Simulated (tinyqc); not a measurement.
Inside a calculation. Method: CID on RHF in the sto-3g basis, for B+, spin multiplicity 1. One step of it, computed by the program tinyqc.

Task: Iteration 1: building the Fock matrix. J_ij = sum D_kl (ij|kl), K_ij = sum D_kl (ik|jl); F = H + J - 0.5 K; E = tr D H + tr D J / 2 - 0.25 tr D K + E_nn.

D at the start:
```
            1B 1s      1B 2s    1B 2px    1B 2py    1B 2pz
1B 1s    2.156421  -0.580784  0.000000  0.000000  0.000000
1B 2s   -0.580784   2.156421  0.000000  0.000000  0.000000
1B 2px   0.000000   0.000000  0.000000  0.000000  0.000000
1B 2py   0.000000   0.000000  0.000000  0.000000  0.000000
1B 2pz   0.000000   0.000000  0.000000  0.000000  0.000000
```

core Hamiltonian H = T + V (hartree):
```
             1B 1s      1B 2s     1B 2px     1B 2py     1B 2pz
1B 1s   -12.321086  -3.187330   0.000000   0.000000   0.000000
1B 2s    -3.187330  -3.412465   0.000000   0.000000   0.000000
1B 2px    0.000000   0.000000  -2.617559   0.000000   0.000000
1B 2py    0.000000   0.000000   0.000000  -2.617559   0.000000
1B 2pz    0.000000   0.000000   0.000000   0.000000  -2.617559
```

Two-electron integrals (ij|kl) in chemists' order, unique and non-zero (hartree):
```
(11|11) 2.923513   (21|11) 0.518376   (21|21) 0.109262   (22|11) 0.744229
(22|21) 0.193177   (22|22) 0.544804   (31|31) 0.020264   (32|31) 0.029996
(32|32) 0.120346   (33|11) 0.742491   (33|21) 0.193240   (33|22) 0.544682
(33|33) 0.586773   (41|41) 0.020264   (42|41) 0.029996   (42|42) 0.120346
(43|43) 0.031630   (44|11) 0.742491   (44|21) 0.193240   (44|22) 0.544682
(44|33) 0.523513   (44|44) 0.586773   (51|51) 0.020264   (52|51) 0.029996
(52|52) 0.120346   (53|53) 0.031630   (54|54) 0.031630   (55|11) 0.742491
(55|21) 0.193240   (55|22) 0.544682   (55|33) 0.523513   (55|44) 0.523513
(55|55) 0.586773
```

nuclear repulsion = 0 hartree

Give: Coulomb J; exchange K; Fock matrix F; total energy of this density.

Result:

Coulomb J (hartree):
```
         1B 1s   1B 2s  1B 2px  1B 2py  1B 2pz
1B 1s   7.3071  1.4075  0.0000  0.0000  0.0000
1B 2s   1.4075  2.5553  0.0000  0.0000  0.0000
1B 2px  0.0000  0.0000  2.5512  0.0000  0.0000
1B 2py  0.0000  0.0000  0.0000  2.5512  0.0000
1B 2pz  0.0000  0.0000  0.0000  0.0000  2.5512
```

exchange K (hartree):
```
         1B 1s   1B 2s  1B 2px  1B 2py  1B 2pz
1B 1s   5.9378  1.0387  0.0000  0.0000  0.0000
1B 2s   1.0387  1.1861  0.0000  0.0000  0.0000
1B 2px  0.0000  0.0000  0.2684  0.0000  0.0000
1B 2py  0.0000  0.0000  0.0000  0.2684  0.0000
1B 2pz  0.0000  0.0000  0.0000  0.0000  0.2684
```

Fock matrix F (hartree):
```
          1B 1s    1B 2s   1B 2px   1B 2py   1B 2pz
1B 1s   -7.9829  -2.2992   0.0000   0.0000   0.0000
1B 2s   -2.2992  -1.4502   0.0000   0.0000   0.0000
1B 2px   0.0000   0.0000  -0.2005   0.0000   0.0000
1B 2py   0.0000   0.0000   0.0000  -0.2005   0.0000
1B 2pz   0.0000   0.0000   0.0000   0.0000  -0.2005
```

total energy of this density = -23.948470 hartree
